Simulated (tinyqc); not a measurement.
Sublattice potential against complex hopping: Haldane model. Computed by the program tinyqc. Command: `OMP_NUM_THREADS=1 python tinyqc.py 114382 114383 out.jsonl`; one thread of a shared host (Intel(R) Xeon(R) Processor @ 2.60GHz), about 0.07 s.

Honeycomb lattice:
```
parameter,value
t1 (eV),2.500000
t2 (eV),0.450000
phi (rad),2.300000
```

H_AA = delta - 2 t2 sum cos(k.b + phi), H_BB = -delta - 2 t2 sum cos(k.b - phi), H_AB = -t1 (1 + exp(-i k.a1) + exp(-i k.a2)), b = a1, a2 - a1, -a2, m = 3 sqrt3 t2 sin(phi); the sign of the Chern number follows the orientation k1 then k2.

Gaps at the two valleys (eV) and Chern number of the lower band (12 x 12 mesh):
```
delta,gap 2|delta - m|,gap 2|delta + m|,Chern number
-3.138,9.763,2.789,0
-2.267,8.021,1.047,0
-1.046,5.579,1.395,-1
0.000,3.487,3.487,-1
0.697,2.093,4.881,-1
1.308,0.871,6.103,-1
2.180,0.873,7.847,0
3.487,3.487,10.461,0
```

Here |m| = 1.7437 eV. For |delta| < |m| the two valleys have masses of opposite sign and the Chern number is +/-1; one gap closes at |delta| = |m|, and beyond it the band is trivial.
